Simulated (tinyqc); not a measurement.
# Worked calculation: single-junction solar cell, detailed-balance limit

tinyqc, about 0.01 s, one thread, Intel Xeon 2.30GHz (shared host): `OMP_NUM_THREADS=1 python tinyqc.py 2820026 2820027 out.jsonl` Printed values are rounded.

Every photon above the gap Eg makes one pair and none below is absorbed; carriers thermalise at T and move without loss. Jsc = q fs X Phi(Eg, Ts); the dark current is J0 = q ge Phi(Eg, T)/ERE with the Boltzmann factor exp(V/Vt). The efficiency is the electrical power over fs X sigma Ts^4.

Parameters, values chosen for the exercise: cell temperature T = 350 K; temperature of the black-body sun Ts = 5800 K; share of the hemisphere filled by the sun fs = 2.16e-5; concentration X = 1; external radiative efficiency ERE = 1; number of faces that emit ge = 1; band gap Eg = 0.63 eV.

Constants: q = 1.602176634e-19 C, kB = 1.380649e-23 J/K, h = 6.62607015e-34 J s, c = 299792458 m/s, Vt = kB T/q. Results are converted to the units shown.

## Photon flux of the source, term by term

Photon flux above E from a black body at temperature T into a hemisphere: Phi(E, T) = A sum_k exp(-k E/th)[E^2 th/k + 2 E th^2/k^2 + 2 th^3/k^3], k = 1, 2, ..., with th = kB T/q in eV and A = 2 pi q^3/(h^3 c^2). The first six terms at E = Eg, T = Ts are listed; the flux takes all.

th = 0.499805 eV
A = 9.88329e22 cm^-2 s^-1 eV^-3
terms k = 1..6 (eV^3): [0.216275, 0.0168067, 0.00251467, 4.72736e-4, 9.93981e-5, 2.23117e-5]
Phi(Eg, Ts) = 2.33441e22 cm^-2 s^-1

The first term, the Boltzmann limit, holds 91.6 % of the flux.

## Photocurrent, dark current and incident power

Photon flux above E from a black body at temperature T into a hemisphere: Phi(E, T) = A sum_k exp(-k E/th)[E^2 th/k + 2 E th^2/k^2 + 2 th^3/k^3], k = 1, 2, ..., with th = kB T/q in eV and A = 2 pi q^3/(h^3 c^2). Jsc = q fs X Phi(Eg, Ts), J0 = q ge Phi(Eg, T)/ERE. Pin = fs X sigma Ts^4, sigma = 2 pi^5 kB^4/(15 h^3 c^2).

Jsc = 80.7871 mA/cm^2
J0 = 1.76871e-4 mA/cm^2
Pin = 138.605 mW/cm^2

## Iteration 1: maximum power point by substitution

v at the start = 0

v = Vmp/Vt solves (1 + v) exp(v) = 1 + Jsc/J0; v(new) = ln[(1 + Jsc/J0)/(1 + v)].

v after iteration 1 = 13.0319

## Iteration 2: maximum power point by substitution

As before.

v after iteration 2 = 10.3906

## Course of the iteration: maximum power point by substitution

Stop when v changes by less than 1e-10, or after 40 iterations.

Course of the iteration:
```
iteration        v  |change|
1          13.0319      13.0
2          10.3906      2.64
3          10.5991     0.209
4          10.5810    0.0181
5          10.5825   1.57e-3
6          10.5824   1.35e-4
7          10.5824   1.17e-5
8          10.5824   1.01e-6
9          10.5824   8.70e-8
10         10.5824   7.51e-9
11         10.5824  6.48e-10
12         10.5824  5.60e-11
```

Converged in 12 iterations. At the end each change is about 0.086 times the one before, with alternating sign: linear convergence.

## Voltages, fill factor and efficiency

v = 10.5824

Voc = Vt ln(1 + Jsc/J0), Vmp = v Vt, Jmp = Jsc - J0 (exp(v) - 1), FF = Vmp Jmp/(Voc Jsc), efficiency Vmp Jmp/Pin.

Voc = 0.393051 V
Eg/q - Voc = 0.236949 V
Vmp = 0.319173 V
Jmp = 73.8122 mA/cm^2
FF = 0.741931
efficiency = 16.9972 %

All recombination is radiative here.
